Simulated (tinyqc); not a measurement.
Resistance of a source-drain extension with a graded tip: one step of the calculation.

y runs along the channel, the gate covers y > 0. The doping is N0 for y < y0 and N0 10^(-(y - y0)/la) beyond, uniform over the depth xj. Sheet conductance s(y) = q mu(N) max(N - Nch, 0) xj + (for y > 0) ma Cox Vo, with mu(N) = u0 + (u1 - u0)/(1 + (N/Nr)^au) and Cox = eps0 eox/tox. Current is taken as one-dimensional; depletion of the tip, spreading and the contact are left out. The metallurgical junction lies at yj, where N = Nch.

Question. Resistance of the overlapped part. Midpoint rule on 9 equal steps from 0 to yj: R_ov = sum h/s(y), per width.

Values chosen for this exercise; mobility law close to that of holes in silicon: relative permittivity of the gate insulator (close to silicon dioxide) eox = 3.9; insulator thickness tox = 2.1 nm; active doping of the extension far from the gate N0 = 5.6e19 cm^-3; lateral abruptness la = 6.2 nm/decade; position under the gate where the fall begins (gate edge at 0) y0 = 0.2 nm; depth of the extension xj = 8 nm; channel doping Nch = 2.5e18 cm^-3; gate overdrive Vo = 0.55 V; mobility of the gate-induced layer ma = 44 cm^2/(V s); mobility at low doping u1 = 470.5 cm^2/(V s); mobility at high doping u0 = 44.9 cm^2/(V s); reference doping Nr = 2.23e17 cm^-3; exponent au = 0.719.

Constants: q = 1.602176634e-19 C, eps0 = 8.8541878128e-14 F/cm where lengths are in cm. Results are converted to the units shown.

Find: y; N; doped conductance; sheet resistance; R_ov.

Answer.

```
point   y (nm)  N (cm^-3)  doped conductance (uS)  sheet resistance (ohm/square)
0      0.47620  5.0541e19                  328.50                         2715.2
1       1.4286  3.5484e19                  235.62                         3630.9
2       2.3810  2.4912e19                  168.82                         4793.5
3       3.3334  1.7491e19                  120.31                         6245.9
4       4.2858  1.2280e19                  84.582                         8040.2
5       5.2382  8.6215e18                  57.726                          10254
6       6.1906  6.0530e18                  36.964                          13028
7       7.1429  4.2497e18                  20.306                          16639
8       8.0953  2.9836e18                  6.3222                          21685
```

R_ov = 82.889 ohm um

Program tinyqc, `OMP_NUM_THREADS=1 python tinyqc.py 2282153 2282154 out.jsonl`; Intel Xeon 2.30GHz, shared host, one thread, about 0.03 s.
